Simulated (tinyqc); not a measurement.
Schottky barrier on an n-type semiconductor with a doping step, non-linear Poisson equation by Newton steps: two steps of the calculation.

One dimension, metal at x = 0, donor density C(x) = N1 for x < x1 and Nd beyond. Energies are counted from the electron Fermi level of the semiconductor and the conduction-band edge is Ec = -psi, so n = Nc exp(psi/Vt); holes follow the Fermi level of the metal, at -V, so p = Nv exp((V - psi - Eg)/Vt). Ends: psi(0) = V - phiB and psi = Vt ln(Nd/Nc) deep inside. Boltzmann statistics, full ionisation, no current, no image force in the Poisson equation.

Values chosen for this exercise; band and dielectric values close to those of cadmium telluride: temperature T = 300 K; band gap Eg = 1.48 eV; relative permittivity eps_r = 10; conduction-band density of states at T Nc = 8.05e17 cm^-3; valence-band density of states at T Nv = 1.83e19 cm^-3; donor density deep in the semiconductor Nd = 3.2e15 cm^-3; barrier height phiB = 0.85 eV; bias of the metal against the semiconductor V = -2.1 V.

Constants: q = 1.602176634e-19 C, kB = 1.380649e-23 J/K, Vt = kB T/q, eps0 = 8.8541878128e-14 F/cm where lengths are in cm. Results are converted to the units shown.

Problem 1. End potentials, built-in voltage, Debye length. psi_0 = V - phiB, psi_b = Vt ln(Nd/Nc), Vbi = phiB - Vt ln(Nc/Nd), LD = sqrt(eps0 eps_r Vt/(q Nd)), W = sqrt(2 eps0 eps_r (Vbi - V)/(q Nd)), hole density at the metal p_0 = Nv exp((phiB - Eg)/Vt).

Find: psi_0; psi_b; Vbi; LD; W for uniform Nd; p_0.

Solution 1.

psi_0 = -2.950 V
psi_b = -0.1429 V
Vbi = 0.7071 V
LD = 66.82 nm
W for uniform Nd = 984.7 nm
p_0 = 4.774e8 cm^-3

The hole density at the metal is 1.5e-7 times Nd, so holes hardly matter.

Problem 2. Newton step. Solve the tridiagonal system a_(i-1) d_(i-1) + b_i d_i + a_i d_(i+1) = -F_i for nodes 1 to 9, with d = 0 on fixed nodes. Each component d is damped to sign(d) Vt ln(1 + |d|/Vt) before it is added.

| interval | coupling a_i (F/cm^2) |
|---|---|
| 0 | 1.2129024e-7 |
| 1 | 9.6241172e-8 |
| 2 | 7.7668314e-8 |
| 3 | 6.1063364e-8 |
| 4 | 4.9189932e-8 |
| 5 | 3.9005233e-8 |
| 6 | 3.0637328e-8 |
| 7 | 2.5297679e-8 |
| 8 | 1.9675973e-8 |
| 9 | 1.5811050e-8 |

| node | diagonal b (F/cm^2) | residual F (C/cm^2) |
|---|---|---|
| 1 | -2.2571211e-7 | -3.3108021e-7 |
| 2 | -1.8412296e-7 | ~0 |
| 3 | -1.5157289e-7 | ~0 |
| 4 | -1.2636679e-7 | 3.8095473e-9 |
| 5 | -4.9177610e-7 | -3.8095473e-9 |
| 6 | -5.8130782e-7 | ~0 |
| 7 | -6.8956699e-7 | ~0 |
| 8 | -8.3825313e-7 | ~0 |
| 9 | -1.0370024e-6 | ~0 |

| node | psi at the start (V) |
|---|---|
| 0 | -2.9500000 |
| 1 | -0.2203475 |
| 2 | -0.2203475 |
| 3 | -0.2203475 |
| 4 | -0.2203475 |
| 5 | -0.1429019 |
| 6 | -0.1429019 |
| 7 | -0.1429019 |
| 8 | -0.1429019 |
| 9 | -0.1429019 |
| 10 | -0.1429019 |

Find: Newton step d, before damping; psi after iteration 1.

Solution 2.

| node | Newton step d, before damping (V) |
|---|---|
| 1 | -2.1078 |
| 2 | -1.5032 |
| 3 | -0.9517 |
| 4 | -0.4504 |
| 5 | -0.0531 |
| 6 | -0.0036 |
| 7 | -0.0002 |
| 8 | 0.0000 |
| 9 | 0.0000 |

| node | psi after iteration 1 (V) |
|---|---|
| 0 | -2.9500 |
| 1 | -0.3344 |
| 2 | -0.3258 |
| 3 | -0.3143 |
| 4 | -0.2957 |
| 5 | -0.1718 |
| 6 | -0.1462 |
| 7 | -0.1431 |
| 8 | -0.1429 |
| 9 | -0.1429 |
| 10 | -0.1429 |

tinyqc, about 0.1 s, one thread, Intel Xeon 2.30GHz (shared host): `OMP_NUM_THREADS=1 python tinyqc.py 2020157 2020158 out.jsonl`

~0 in a residual or rate marks an entry under 1e-11 of the largest of its column.
